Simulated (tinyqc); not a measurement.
Electron mobility in a silicon inversion layer, empirical terms and Matthiessen rule: effect of the temperature.

Inversion layer of sheet density Ns on a uniformly doped body. The mobility terms are empirical power laws with prefactors chosen for the exercise; adding their inverses (Matthiessen) is itself an approximation.

Nc and Nv are given at 300 K and scale as (T/300 K)^1.5; Eg is fixed. ni = sqrt(Nc Nv) exp(-Eg/(2 Vt)), Eg in volts; Ndep = sqrt(2 eps0 eps_r Nb (2 Vt ln(Nb/ni) + Vsb)/q); E = q (Ndep + eta Ns)/(eps0 eps_r), in MV/cm. With t = T/(300 K): muC = Ac (Ns/1e12 cm^-2) t/(Nb/1e17 cm^-3 + Nit/1e11 cm^-2), muP = Ap E^(-1/3) t^(-1.75), muS = As E^(-gs); 1/mu is the sum of the inverses.

Parameters, values chosen for the exercise; material values close to those of silicon: band gap Eg = 1.13 eV; relative permittivity of the semiconductor eps_r = 11.7; conduction-band density of states at the reference temperature Nc = 2.85e19 cm^-3; valence-band density of states at the reference temperature Nv = 2.69e19 cm^-3; body doping Nb = 2.8e18 cm^-3; reverse body bias Vsb = 0.3 V; weight of the inversion charge in the effective field eta = 0.5; phonon-limited mobility at 1 MV/cm and 300 K Ap = 425 cm^2/(V s); roughness-limited mobility at 1 MV/cm As = 754 cm^2/(V s); exponent of the roughness term gs = 2; Coulomb prefactor Ac = 3200 cm^2/(V s); charge at the interface Nit = 1.9e10 cm^-2; inversion density Ns = 8.9e12 cm^-2.

Constants: q = 1.602176634e-19 C, kB = 1.380649e-23 J/K, Vt = kB T/q, eps0 = 8.8541878128e-14 F/cm where lengths are in cm. Results are converted to the units shown.

Effect of the temperature:
```
T (K)  E (MV/cm)  muC (cm^2/(V s))  muP (cm^2/(V s))  muS (cm^2/(V s))  mu (cm^2/(V s))
120        1.794             404.1              1739             234.4            136.7
160        1.787             538.8              1052             236.2            142.1
200        1.778             673.5             713.2             238.4            141.2
250        1.767             841.9             483.7             241.6            135.2
300        1.754              1010             352.4             245.1            126.5
350        1.740              1179             269.8             249.0            116.7
400        1.726              1347             214.2             253.2            106.8
450        1.710              1515             174.8             257.9            97.49
```

As T goes from 120 to 450 K, E falls from 1.79 to 1.71 MV/cm and mu goes from 137 through a maximum of 142 (at T = 160 K among the rows listed) to 97.5 cm^2/(V s). The smallest term is the roughness one in the first row and the phonon one in the last. Coulomb scattering weakens and phonon scattering grows with T, hence the maximum. In every row E passes 1.5 MV/cm, beyond the usual range of such laws. For T = 120 to 160 K dopant freeze-out and degenerate screening, left out here, matter.

Numbers from tinyqc (`OMP_NUM_THREADS=1 python tinyqc.py 2510117 2510118 out.jsonl`; about 0.01 s on one thread of a shared Intel Xeon 2.30GHz).
